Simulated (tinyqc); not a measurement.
## Depth and level of a trap from the time ratio

Problem. For an oxide trap tc/te = exp(E/Vt) with E = E0 - dpsi - (xt/tox)(Vg - VT - dpsi), dpsi being the rise of the surface potential above its value at threshold. Find xt and E0, and the depth that would be read if dpsi were ignored.

Inputs (values chosen for the exercise): temperature T = 350 K; insulator thickness tox = 6.3 nm.

Constants: q = 1.602176634e-19 C, kB = 1.380649e-23 J/K, Vt = kB T/q. Results are converted to the units shown.

Vg - VT (V): -0.11  0.04
tc/te: 2.9439078  0.13755935
dpsi (V): -0.067430211  0.017062665

Answer. E + dpsi is a straight line in the oxide voltage Vg - VT - dpsi with slope -xt/tox and intercept E0. Ignoring dpsi assigns the motion of the bands to the trap and overstates its depth.

xt = 0.7600 nm
E0 = -0.04000 eV
depth read without dpsi = 3.881 nm

Program tinyqc, `OMP_NUM_THREADS=1 python tinyqc.py 2710137 2710138 out.jsonl`; Intel Xeon 2.30GHz, shared host, one thread, about 0.01 s.
